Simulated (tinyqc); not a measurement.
Worked calculation: geometry optimisation on the RHF/sto-3g surface (energies and gradients from PySCF), for H3-, spin multiplicity 1. The basis has no diffuse functions, so it cannot describe the extra electron: this is an exercise in the method, not the real anion. One step of it, computed by the program tinyqc.

Problem. Step 2: move. Quasi-Newton step p = -H^(-1) g (the inverse Hessian comes from BFGS updates; coordinates in the order x, y, z of each atom); steps longer than 0.3 bohr are cut back.

positions after step 1 (bohr):
```
           x          y          z
1H  0.049222  -0.018371   0.020165
2H  0.082167   0.038197   1.730404
3H  0.087820  -0.012267  -1.656083
```

gradient (hartree/bohr):
```
              x            y            z
1H  -0.00453000  -0.00398854  -0.00339613
2H   0.00238507   0.00105111  -0.06235940
3H   0.00214493   0.00293743   0.06575552
```

inverse Hessian in use (bohr^2/hartree):
```
           1          2          3          4          5          6          7          8
1   1.667536   0.000835   0.004908  -0.000522  -0.000101   0.021538  -0.000347  -0.000734
2   0.000835   1.667448   0.003475  -0.000483  -0.000126   0.017901  -0.000352  -0.000655
3   0.004908   0.003475   1.618588  -0.001800  -0.002361  -0.048808  -0.003108  -0.001114
4  -0.000522  -0.000483  -0.001800   1.666963   0.000088  -0.010356   0.000226   0.000395
5  -0.000101  -0.000126  -0.002361   0.000088   1.666636  -0.006531   0.000013   0.000157
6   0.021538   0.017901  -0.048808  -0.010356  -0.006531   1.817105  -0.011182  -0.011370
7  -0.000347  -0.000352  -0.003108   0.000226   0.000013  -0.011182   1.666788   0.000339
8  -0.000734  -0.000655  -0.001114   0.000395   0.000157  -0.011370   0.000339   1.667165
9  -0.026446  -0.021377   0.096887   0.012156   0.008892  -0.101630   0.014290   0.012485

           9
1  -0.026446
2  -0.021377
3   0.096887
4   0.012156
5   0.008892
6  -0.101630
7   0.014290
8   0.012485
9   1.671409
```

Give: positions after step 2.

Solution.

positions after step 2 (bohr):
```
        x       y       z
1H  0.060  -0.009   0.016
2H  0.077   0.035   1.850
3H  0.083  -0.019  -1.772
```
